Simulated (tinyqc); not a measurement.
Temperatures in a stack of 3 dies with leakage feedback: one step of the calculation.

One-dimensional heat flow to a sink below die 0. The power of each die is released in a plane at its top; from the plane of die j > 0 heat crosses its silicon (ts), a bond layer and the wiring of die j - 1; from die 0 it crosses t0, paste and sink. Copper shares the path through bond and wiring in parallel: k_eff = fm km + (1 - fm) k. Silicon is taken at the temperature of the plane above it. Leakage is P_l exp((T - 350 K)/Tl).

Question. Resistances per area at 300 K. R = thickness/conductivity for each layer.

Parameters, values chosen for the exercise; conductivities of the order met in silicon, wiring layers, bonds and pastes:
```
symbol,value,unit,meaning
k0,141,W/(m K),conductivity of silicon at 300 K
ts,100,um,thickness of a thinned die
t0,500,um,thickness of the die next to the sink
tb,9,um,thickness of the wiring layers
kb,3.6,W/(m K),conductivity of the wiring layers
tg,1,um,thickness of a bond layer
kg,1,W/(m K),conductivity of the bond dielectric
fm,0.01,,area share of copper through bond and wiring
km,390,W/(m K),conductivity of copper
Rt,0.14,K cm^2/W,paste and lid
Rs,0.5,K cm^2/W,heat sink
```

Wanted: thick die; thinned die; k_eff of the bond; k_eff of the wiring; bond plus wiring; paste plus sink.

Answer.

thick die = 0.03546 K cm^2/W
thinned die = 0.007092 K cm^2/W
k_eff of the bond = 4.890 W/(m K)
k_eff of the wiring = 7.464 W/(m K)
bond plus wiring = 0.01410 K cm^2/W
paste plus sink = 0.6400 K cm^2/W

Computed by the program tinyqc: `OMP_NUM_THREADS=1 python tinyqc.py 2162128 2162129 out.jsonl`, one thread of a shared Intel Xeon 2.30GHz, about 0.02 s for the whole run.
